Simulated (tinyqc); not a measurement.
Inductance and parasitic capacitance from two readings.

Question. A loss-free coil L in parallel with C shows the apparent inductance L/(1 - w^2 L C), w = 2 pi f. Find L, C and the self-resonance 1/(2 pi sqrt(L C)).

apparent inductance at 3.9 and 9.3 GHz (nH): [1.6649592, 3.4355649]

Solution. The inverse of the reading is 1/L - w^2 C, a straight line in w^2.

L = 1.50 nH
C = 110 fF
self-resonance = 12.4 GHz

Program tinyqc, `OMP_NUM_THREADS=1 python tinyqc.py 2302057 2302058 out.jsonl`; Intel Xeon 2.30GHz, shared host, one thread, about 0.01 s.
